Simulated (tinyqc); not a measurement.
Inside a calculation. Model: rigid-ion and shell models of the dielectric response of an ionic crystal. Computed by tinyqc, a small Python program that keeps every step. Command: `OMP_NUM_THREADS=1 python tinyqc.py 3003759 3003760 out.jsonl shell walk`. One thread of a shared host (Intel(R) Xeon(R) Processor @ 2.30GHz), about 0.01 s of CPU time with the checks. Intermediate numbers are printed to about 6 digits and carried at full precision; extremes and crossings named in words are read from the listed rows.

Charges +Z and -Z; 4 nearest neighbours, Madelung constant M = 1.638055, volume per ion pair Omega = 3.079201 d^3. Energy per pair U = -M Z^2 e2/d + 4 A exp(-d/rho), e2 = e^2/(4 pi eps_0). In the shell model the anion is a core of charge Y - Z and a massless shell of charge -Y, joined by the spring k; the repulsion acts on the shell. Each ion feels the Lorentz field E + (4 pi/3) P (Gaussian units).

Inputs (values chosen for the exercise, for a model crystal):

| quantity | value | unit |
|---|---|---|
| nearest-neighbour distance d | 2.2 | angstrom |
| ionic charge Z | 2 | e |
| hardness d/rho | 9.46 | - |
| cation mass | 178 | u |
| anion mass | 35.45 | u |
| shell charge size Y | 2.4 | e |
| core-shell spring k | 91.4 | eV/angstrom^2 |
| cation polarisability alpha_+ | 0.26 | angstrom^3 |
| film thickness t | 19 | nm |

Structure: zinc blende.

Constants: e^2/(4 pi eps_0) = 14.39964548 eV angstrom; 1 eV/angstrom^3 = 160.2176634 GPa; nu for 1 eV/(angstrom^2 u) = 15.6333042 THz; 1 THz = 33.35640952 1/cm; eps_0 = 8.8541878128e-12 F/m; h x 1 THz = 4.135667696 meV.

## Equilibrium, bulk modulus and repulsive spring

Zero pressure fixes 4 A exp(-d/rho) = M Z^2 e2 rho/d^2. Then U = -(M Z^2 e2/d)(1 - rho/d), B = M Z^2 e2 (d/rho - 2)/(9 Omega d), and the spring of one sublattice against the other is R = (1/3) x (Laplacian of the repulsion summed over neighbours) = M Z^2 e2 (d/rho - 2)/(3 d^3), so R = 3 B Omega/d^2.

volume Omega = 32.7873 angstrom^3

lattice energy U = -38.3528 eV/pair

bulk modulus B = 173.707 GPa

repulsive spring R = 22.0338 eV/angstrom^2

## Rigid ions

With C = 4 pi Z^2 e2/(3 Omega): mu lambda_TO = R - C, mu lambda_LO = R + 2 C; eps_inf = 1 and eps_s = lambda_LO/lambda_TO. lambda in eV/(angstrom^2 u) gives the wavenumber 15.6333042 x 33.35640952 x sqrt(lambda); mu is the reduced mass.

Coulomb spring C = 7.35858 eV/angstrom^2

omega_TO, rigid ions = 367.411 1/cm

omega_LO, rigid ions = 581.426 1/cm

eps_s, rigid ions = 2.50429

## Shell model: electronic response

Eliminating the shell gives the anion polarisability alpha_- = Y^2 e2/(k + R), the Szigeti charge Z_S = Z - Y R/(k + R) and the softened spring R' = k R/(k + R). With b = 4 pi (alpha_+ + alpha_-)/(3 Omega): eps_inf = (1 + 2b)/(1 - b) (Clausius-Mossotti); Born charge Z* = Z_S (eps_inf + 2)/3.

anion polarisability alpha_- = 0.731192 angstrom^3

Szigeti charge Z_S = 1.53381 e

softened spring R' = 17.7539 eV/angstrom^2

b = 0.126631

eps_inf = 1.43497

Born charge Z* = 1.75621 e

Overlap pushes the shell back and lowers the effective charge to 77 % of Z; the local field then raises the Born charge to 88 % of Z.

## Shell model: lattice response

mu lambda_TO = R' - (4 pi e2/(3 Omega)) Z_S^2/(1 - b); mu lambda_LO = mu lambda_TO + 4 pi e2 Z*^2/(eps_inf Omega); eps_s = eps_inf lambda_LO/lambda_TO.

mu lambda_TO = 12.7984 eV/angstrom^2

omega_TO = 343.114 1/cm

omega_LO = 476.279 1/cm

eps_s = 2.76497

share of R' left after the dipole term = 0.720881

The dipole field cancels 28 % of the short-range spring.

## As a gate dielectric

Capacitance per area eps_0 eps_s/t; equivalent oxide thickness EOT = t x 3.9/eps_s; the surface optical mode against silicon (eps = 11.7) lies at omega_TO sqrt[(eps_s + 11.7)/(eps_inf + 11.7)], and its squared coupling to channel electrons scales as g = hbar omega_SO [1/(11.7 + eps_inf) - 1/(11.7 + eps_s)], with hbar omega = h c x wavenumber.

capacitance per area = 1.28850 fF/micrometre^2

equivalent oxide thickness = 26.7996 nm

surface optical mode = 360.066 1/cm

remote-phonon coupling g = 0.312501 meV

## From rigid to soft shells

The formulas are those given above.

Response against the core-shell spring:

| k (eV/angstrom^2) | eps_inf | Z_S | Z* | omega_TO (1/cm) | omega_LO (1/cm) | eps_s |
|---|---|---|---|---|---|---|
| 73 | 1.50761 | 1.44355 | 1.68781 | 338.316 | 458.675 | 2.77112 |
| 91 | 1.43628 | 1.53217 | 1.75498 | 343.029 | 475.954 | 2.76507 |
| 120 | 1.36255 | 1.62769 | 1.82439 | 347.832 | 494.972 | 2.75916 |
| 160 | 1.30188 | 1.70950 | 1.88152 | 351.735 | 511.628 | 2.75454 |
| 240 | 1.23854 | 1.79819 | 1.94117 | 355.765 | 530.114 | 2.74992 |
| 370 | 1.19232 | 1.86511 | 1.98468 | 358.676 | 544.389 | 2.74668 |
| 730 | 1.14897 | 1.92968 | 2.02550 | 361.386 | 558.456 | 2.74374 |
| 2700 | 1.11562 | 1.98057 | 2.05690 | 363.457 | 569.760 | 2.74153 |

From the stiffest to the softest shell eps_inf rises from 1.12 to 1.51 and Z_S falls from 1.98 to 1.44; omega_LO moves by -19 % and omega_TO by -6.9 %. Screening by eps_inf cuts the LO frequency, which rigid ions overstate (rigid ions: 581 per cm); eps_s goes from 2.74 to 2.77.

Checks made by the program: TO spring by direct elimination of the shell from the 2 x 2 energy matrix (relative difference below 1e-10); Szigeti's relation mu lambda_TO (eps_s + 2)/(eps_inf + 2) = R' (relative difference below 1e-10).
